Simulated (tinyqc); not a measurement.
Inside a calculation. Method: Pariser-Parr-Pople SCF with singles CI, for the molecule Clc1cccc2c1C=C2 (SMILES; centres numbered as the heavy atoms are written). Computed by tinyqc, a small Python program that keeps every step. Settings: charge = 0, gamma = MN, start = huckel, damping = 0.3, iteration cap = 87, excitations kept = 4. Command: `OMP_NUM_THREADS=1 python tinyqc.py 30905 30906 out.jsonl` (the two numbers bound the seeds that draw the settings). One thread of a shared host (Intel(R) Xeon(R) Processor @ 2.60GHz), about 0.01 s of CPU time with the checks. Later iterations appear only in the table of the cycle.

## PPP integrals

Centres (angstrom, eV; a flat drawing with bonds scaled to 1.40 angstrom):
```
centre,x,y,core charge z,W,gamma_rr
1Cl,1.589000,2.002000,2,26.000000,13.000000
2C,0.990000,0.736000,1,11.160000,11.130000
3C,1.787000,-0.415000,1,11.160000,11.130000
4C,1.188000,-1.681000,1,11.160000,11.130000
5C,-0.207000,-1.795000,1,11.160000,11.130000
6C,-1.004000,-0.644000,1,11.160000,11.130000
7C,-0.405000,0.622000,1,11.160000,11.130000
8C,-1.670000,1.220000,1,11.160000,11.130000
9C,-2.269000,-0.045000,1,11.160000,11.130000
```

Resonance integrals (eV):
```
i,j,beta
1,2,-1.590000
2,3,-2.390000
3,4,-2.390000
4,5,-2.390000
5,6,-2.390000
6,7,-2.390000
7,8,-2.390000
8,9,-2.390000
7,2,-2.390000
9,6,-2.390000
```

Mataga-Nishimoto: gamma = 14.399645/(R + a), a = 2 x 14.399645/(gamma_rr + gamma_ss); H_rr = -W_r - sum_(s != r) z_s gamma_rs; H_rs = beta for bonds.

repulsion gamma_rs (eV), lower triangle:
```
,1Cl,2C,3C,4C,5C,6C,7C,8C,9C
1Cl,13.000000
2C,5.551004,11.130000
3C,3.979339,5.345532,11.130000
4C,2.939740,3.872054,5.344436,11.130000
5C,2.669645,3.517643,3.872195,5.346233,11.130000
6C,2.939766,3.872195,3.517129,3.872238,5.345532,11.130000
7C,3.979488,5.346233,3.872238,3.517231,3.872054,5.344436,11.130000
8C,3.168229,3.602214,2.813578,2.683442,3.100047,4.399289,5.347078,11.130000
9C,2.589432,3.100002,2.683192,2.813343,3.601466,5.346229,4.398836,5.346229,11.130000
```

core matrix H (eV), lower triangle:
```
,1Cl,2C,3C,4C,5C,6C,7C,8C,9C
1Cl,-53.816644
2C,-1.590000,-50.917879
3C,0.000000,-2.390000,-46.566978
4C,0.000000,0.000000,-2.390000,-44.488456
5C,0.000000,0.000000,0.000000,-2.390000,-45.154460
6C,0.000000,0.000000,0.000000,0.000000,-2.390000,-48.736580
7C,0.000000,-2.390000,0.000000,0.000000,0.000000,-2.390000,-50.817082
8C,0.000000,0.000000,0.000000,0.000000,0.000000,0.000000,-2.390000,-44.788336
9C,0.000000,0.000000,0.000000,0.000000,0.000000,-2.390000,0.000000,-2.390000,-43.628163
```

## Starting guess

pi electrons, sum of z_r less the charge = 10

Orbitals of the Hueckel matrix of the beta values.

P at the start, lower triangle:
```
,1Cl,2C,3C,4C,5C,6C,7C,8C,9C
1Cl,1.530455
2C,0.560127,1.000000
3C,0.000000,0.499801,1.000000
4C,-0.227623,0.000000,0.760718,1.000000
5C,0.000000,-0.145658,0.000000,0.544818,1.000000
6C,0.130721,0.000000,-0.361559,0.000000,0.738239,1.000000
7C,-0.352897,0.595330,0.000000,-0.255144,0.000000,0.477644,1.234772
8C,-0.294792,0.000000,0.201944,0.000000,-0.370081,0.000000,0.342881,1.000000
9C,0.352897,-0.246622,0.000000,0.087007,0.000000,0.281151,-0.234772,0.785996,1.234772
```

## Iteration 1: Fock matrix

F_rr = H_rr + P_rr gamma_rr / 2 + sum_(s != r) P_ss gamma_rs; F_rs = H_rs - P_rs gamma_rs / 2; E = tr P (H + F) / 2 + core repulsion sum_(r<s) z_r z_s gamma_rs.

F (eV), lower triangle:
```
,1Cl,2C,3C,4C,5C,6C,7C,8C,9C
1Cl,-14.509840
2C,-3.144634,-6.218502
3C,0.000000,-3.725851,-5.924444
4C,0.334577,0.000000,-4.422806,-5.489096
5C,0.000000,0.256187,0.000000,-3.846361,-5.093942
6C,-0.192145,0.000000,0.635825,0.000000,-4.363141,-4.465479
7C,0.702175,-3.981387,0.000000,0.448700,0.000000,-3.666369,-5.124314
8C,0.466984,0.000000,-0.284092,0.000000,0.573635,0.000000,-3.306706,-4.572132
9C,-0.456901,0.382264,0.000000,-0.122390,0.000000,-3.141550,0.516363,-4.491056,-4.471621
```

pi energy = -138.404189 eV

## Iteration 1: orbitals and new P

Diagonalise F (the basis is taken as orthonormal) and form P = 2 sum c c over the lowest orbitals; 0.3 of the old P is kept.

orbital energies (eV): -15.846206  -13.216220  -11.255124  -9.858391  -7.476772  -2.484918  -0.432611  0.842536  3.858338

P after iteration 1, lower triangle:
```
,1Cl,2C,3C,4C,5C,6C,7C,8C,9C
1Cl,1.799373
2C,0.354838,1.024843
3C,-0.048556,0.509769,1.043911
4C,-0.114884,-0.012195,0.758518,0.987597
5C,0.027578,-0.167223,-0.029568,0.546335,1.022796
6C,0.066625,0.000330,-0.353559,0.026902,0.743589,0.946493
7C,-0.260420,0.685931,-0.019726,-0.299670,0.026932,0.501997,1.097286
8C,-0.144094,0.005688,0.176594,-0.021308,-0.339968,0.041849,0.266517,0.989510
9C,0.216227,-0.302430,0.014998,0.119577,-0.015358,0.234566,-0.111128,0.861817,1.088191
```

## Iteration 2: Fock matrix

As before.

F (eV), lower triangle:
```
,1Cl,2C,3C,4C,5C,6C,7C,8C,9C
1Cl,-13.542059
2C,-2.574854,-5.755009
3C,0.096611,-3.752492,-5.598573
4C,0.168864,0.023610,-4.416926,-5.446121
5C,-0.036812,0.294115,0.057246,-3.850417,-5.436862
6C,-0.097931,-0.000638,0.621757,-0.052085,-4.377439,-5.212817
7C,0.518168,-4.223575,0.038191,0.527004,-0.052142,-3.731446,-5.458620
8C,0.228261,-0.010244,-0.248431,0.028590,0.526958,-0.092054,-3.102544,-5.282294
9C,-0.279953,0.468766,-0.020122,-0.168205,0.027655,-3.017022,0.244418,-4.693735,-5.295884
```

pi energy = -140.243267 eV

## Iteration 2: orbitals and new P

As before.

orbital energies (eV): -14.752939  -13.522098  -11.462530  -10.044771  -8.142143  -2.606624  -0.474521  0.728488  3.248898

P after iteration 2, lower triangle:
```
,1Cl,2C,3C,4C,5C,6C,7C,8C,9C
1Cl,1.898058
2C,0.270588,1.006085
3C,-0.067759,0.521794,1.036557
4C,-0.067692,-0.002294,0.756318,0.987796
5C,0.038272,-0.185359,-0.025992,0.547992,1.018909
6C,0.034681,-0.003692,-0.349491,0.024135,0.747492,0.956949
7C,-0.206719,0.717455,-0.011702,-0.319096,0.017860,0.517539,1.062405
8C,-0.080622,0.013105,0.159452,-0.022161,-0.320356,0.039612,0.227521,0.983966
9C,0.147256,-0.306975,0.011914,0.128979,-0.012871,0.208717,-0.071658,0.896141,1.049275
```

## Iteration 3: Fock matrix

As before.

F (eV), lower triangle:
```
,1Cl,2C,3C,4C,5C,6C,7C,8C,9C
1Cl,-13.270194
2C,-2.341017,-5.650415
3C,0.134818,-3.784634,-5.579366
4C,0.099499,0.004441,-4.411048,-5.494177
5C,-0.051087,0.326014,0.050323,-3.854845,-5.524943
6C,-0.050978,0.007148,0.614602,-0.046728,-4.387870,-5.401887
7C,0.411318,-4.307840,0.022656,0.561167,-0.034577,-3.772977,-5.548077
8C,0.127714,-0.023604,-0.224316,0.029734,0.496559,-0.087133,-2.998288,-5.448833
9C,-0.190655,0.475811,-0.015984,-0.181432,0.023177,-2.947923,0.157606,-4.785489,-5.475410
```

pi energy = -140.916398 eV

## Iteration 3: orbitals and new P

As before.

orbital energies (eV): -14.545758  -13.497628  -11.547450  -10.124551  -8.336264  -2.606211  -0.506849  0.655546  3.115863

P after iteration 3, lower triangle:
```
,1Cl,2C,3C,4C,5C,6C,7C,8C,9C
1Cl,1.936121
2C,0.231082,0.993282
3C,-0.077130,0.531586,1.027703
4C,-0.044865,0.003582,0.753223,0.990140
5C,0.043664,-0.198186,-0.020527,0.551138,1.014202
6C,0.017275,-0.004574,-0.346725,0.018164,0.748076,0.970055
7C,-0.176023,0.728075,-0.003115,-0.328105,0.008169,0.528251,1.049806
8C,-0.049906,0.014406,0.148497,-0.018594,-0.306846,0.031158,0.205701,0.984492
9C,0.110983,-0.300232,0.007013,0.130837,-0.008079,0.193528,-0.053342,0.913176,1.034199
```

## Convergence

Stop when output and input P, before any damping, agree to 1e-7.

Course of the cycle:
```
iteration,E (eV),largest |P(out) - P(in)|
1,-138.40418890,3.84e-01
2,-140.24326666,1.41e-01
3,-140.91639792,5.64e-02
4,-141.16014049,2.83e-02
5,-141.24741396,1.50e-02
6,-141.27882000,8.21e-03
7,-141.29036725,5.20e-03
8,-141.29477066,3.65e-03
9,-141.29653296,2.72e-03
10,-141.29727775,2.02e-03
11,-141.29760989,1.49e-03
...,...,...
32,-141.29791767,2.16e-06
33,-141.29791767,1.58e-06
34,-141.29791767,1.16e-06
35,-141.29791767,8.45e-07
36,-141.29791767,6.18e-07
37,-141.29791767,4.52e-07
38,-141.29791767,3.30e-07
39,-141.29791767,2.41e-07
40,-141.29791767,1.76e-07
41,-141.29791767,1.29e-07
42,-141.29791767,9.43e-08
```

Converged in 42 iterations.

## Converged orbitals

Charges are z - P_rr.

orbital energies (eV): -14.473267  -13.396686  -11.618421  -10.187955  -8.474243  -2.567470  -0.541077  0.598917  3.046164

coefficients:
```
,MO1,MO2,MO3,MO4,MO5,MO6,MO7,MO8,MO9
1Cl,0.552055,0.745443,-0.161623,0.299586,0.076334,0.044465,-0.107994,0.042933,0.048650
2C,0.413359,0.075159,0.141867,-0.506087,-0.200359,-0.181818,0.554751,-0.246955,-0.324497
3C,0.249345,-0.033780,0.504658,-0.328151,0.285981,-0.317271,-0.233608,0.527788,0.242375
4C,0.195965,-0.136520,0.564914,0.175044,0.303350,0.310136,-0.274196,-0.521169,-0.241217
5C,0.221650,-0.255257,0.299224,0.519047,-0.172741,0.194994,0.554180,0.225881,0.317444
6C,0.332780,-0.368382,-0.109027,0.327921,-0.363386,-0.380695,-0.328427,0.166230,-0.470806
7C,0.392901,-0.250149,-0.183941,-0.325797,-0.395706,0.363624,-0.326069,-0.156692,0.472649
8C,0.241897,-0.262656,-0.362342,-0.133736,0.472109,0.480012,0.122619,0.374690,-0.338516
9C,0.225915,-0.294046,-0.336744,0.121780,0.488738,-0.471735,0.120401,-0.378673,0.339093
```

pi charges: 1Cl 0.035700, 2C 0.014183, 3C -0.014923, 4C 0.002341, 5C -0.006139, 6C 0.004168, 7C -0.027014, 8C 0.000867, 9C -0.009184

## Singles CI, singlets

Over the 4 single excitations with the smallest orbital gaps: A = (e_a - e_i) delta + 2 (ia|jb) - (ij|ab), with (pq|rs) = sum c_mp c_mq gamma_mn c_nr c_ns. f = 2/3 w |mu|^2 in atomic units, mu = sqrt2 sum c_ia sum_m c_mi c_ma R_m.

singlet CI matrix (eV), lower triangle:
```
,5>6,4>6,5>7,3>6
5>6,2.159136
4>6,-0.010699,4.526045
5>7,-0.046616,-0.944727,4.763872
3>6,0.055248,-0.035052,-0.102286,6.095114
```

singlet excitation energies (eV): 2.157227  3.689985  5.591640  6.105314

oscillator strengths: 0.004612  0.004608  1.218486  0.524278

## Singles CI, triplets

Over the 4 single excitations with the smallest orbital gaps: A = (e_a - e_i) delta - (ij|ab), with (pq|rs) = sum c_mp c_mq gamma_mn c_nr c_ns.

triplet CI matrix (eV), lower triangle:
```
,5>6,4>6,5>7,3>6
5>6,0.547379
4>6,0.030898,3.141320
5>7,0.016921,0.419372,3.391784
3>6,0.392451,-0.092360,0.069835,4.388040
```

triplet excitation energies (eV): 0.507074  2.821128  3.704517  4.435803
